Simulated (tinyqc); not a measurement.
A chain with a side-coupled site and dephasing by Buettiker voltage probes: one step of the calculation.

Sites 1 to 2 form a chain with hopping -t, and site 3 hangs on site 2 by -ts. Lead L joins site 1 and lead R site 2, both semi-infinite chains with hopping -t and site energy 0. Every site carries a probe with self-energy -i Gamma_p/2 that draws no net current. Linear response at zero temperature: mu_L = 1, mu_R = 0 in units of the bias.

Task. Current at both leads. In units of (2 q^2/h) times the bias, T_RL + sum_p T_pL (1 - mu_p) leaves L and T_RL + sum_p T_pR mu_p enters R.

T_RL = 0.12603296

```
probe        T_pL        T_pR        mu_p
1      0.50077788  0.04097916  0.84321355
2      0.04097916  0.07193204  0.41362655
3      0.27375047  0.48052308  0.41362655
```

Give: current leaving L; current entering R.

Result.

current leaving L = 0.38910
current entering R = 0.38910

The two are equal: the probes conserve the current.

tinyqc, about 0.01 s, one thread, Intel Xeon 2.30GHz (shared host): `OMP_NUM_THREADS=1 python tinyqc.py 2700108 2700109 out.jsonl`
